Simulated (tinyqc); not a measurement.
Active against total: solid solubility of a dopant against its melt (retrograde solidus), clustering and the electrically active fraction. Computed by tinyqc, a small Python program. Command: `OMP_NUM_THREADS=1 python tinyqc.py 3014941 3014942 out.jsonl retro walk`. One thread of a shared host (Intel(R) Xeon(R) Processor @ 2.30GHz), about 0.01 s of CPU time with the checks.

Inputs (values chosen for the exercise, of the order of those of gallium in silicon for the solubility):
```
quantity                                      value    unit
atoms per cluster m                               2       -
cluster scale N* at 1273 K                  1.8e+20  1/cm^3
activation energy E_b of the cluster scale     0.29      eV
anneal temperature T_a                         1300       K
```

Clustering: clusters of m atoms, electrons left out.

Constants: k_B = 8.617333262e-05 eV/K.

Method. A highly soluble donor (another dopant than that of the solidus) is limited by clustering. Donors N_a are active, and clusters hold m atoms each: N_t = N_a + m C, m C = N* (N_a/N*)^m, with N*(T) = N*(1273 K) exp[-(E_b/k_B)(1/T - 1/1273)].

Active density (1/cm^3):
```
N_t (1/cm^3)  N_a at T_a  fraction  N_a at T_a + 150 K  N_a at T_a - 150 K
1.00e+19      9.5231e+18   0.95231          9.6271e+18          9.3549e+18
3.00e+19      2.6349e+19   0.87830          2.7055e+19          2.5287e+19
1.00e+20      7.2420e+19   0.72420          7.6472e+19          6.6956e+19
2.00e+20      1.2188e+20   0.60941          1.3098e+20          1.1031e+20
5.00e+20      2.2760e+20   0.45519          2.4952e+20          2.0130e+20
1.00e+21      3.5124e+20   0.35124          3.8953e+20          3.0669e+20
2.00e+21      5.2891e+20   0.26445          5.9165e+20          4.5746e+20
5.00e+21      8.8463e+20   0.17693          9.9742e+20          7.5857e+20
```

The exponent d ln N_a/d ln N_t falls from 0.93 to 0.56, towards 1/m = 0.500. At the highest dose a 150 K hotter anneal gives 1.13 times the active density, and a later step 150 K cooler would cut it to 0.86 if it ran to equilibrium: short hot anneals come last. For ionised donors far above n_i the electrons enter the mass action too and halve the limiting exponent.

Extremes, crossings and ranges named in words are read from the listed rows.
